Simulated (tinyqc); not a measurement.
Global model of a low-pressure process discharge: electron temperature, density, ion flux and ion energy: one step, computed by the program tinyqc. Command: `OMP_NUM_THREADS=1 python tinyqc.py 3111126 3111127 out.jsonl plasma walk`. One thread of a shared host (Intel(R) Xeon(R) Processor @ 2.30GHz), about 0.01 s of CPU time with the checks.

Maxwellian electrons with temperature T_e in eV, one positive ion, no negative ions, uniform bulk density n; rate constants have the Arrhenius form.

Problem. Energy per pair and density. E_c = E_iz + (X0 exp(-E_ex/T_e) E_ex + K_el (3 m_0/M) T_e)/K_iz; wall potential V_s = (T_e/2) ln(M/(2 pi m_0)); E_T = E_c + 2 T_e + T_e/2 + V_s; n = P/(e u_B A_eff E_T); ion current density J = e h_L n u_B; ionised share n/n_g.

Inputs (values chosen for the exercise, of the order of those of an inductive discharge in a simple atomic gas): ion mass M = 32 u; ionisation energy E_iz = 16.9 eV; excitation prefactor X0 = 6.1e-15 m^3/s; excitation energy E_ex = 8.93 eV; elastic rate constant K_el = 1.3e-13 m^3/s; gas temperature T_g = 600 K; absorbed power P = 240 W.

T_e = 2.789307 eV

K_iz = 5.608988e-17 m^3/s

Bohm velocity u_B = 2900.039 m/s

A_eff = 268.9940 cm^2

h_L = 0.1987822

gas density n_g = 3.742201e+20 1/m^3

Constants: m_0 = 9.1093837015e-31 kg; u = 1.6605390666e-27 kg; e = 1.602176634e-19 C.

Give: collisional loss per pair E_c; wall potential V_s; E_T; plasma density n; ion current density J; ionised share.

Solution.

collisional loss per pair E_c = 56.76 eV

wall potential V_s = 12.74 V

E_T = 76.47 eV

plasma density n = 2.511e+11 1/cm^3

ion current density J = 2.319 mA/cm^2

ionised share = 6.710e-04

Collisions take 74 % of the power and the walls the rest. T_e came from the particle balance alone; the power sets only n.
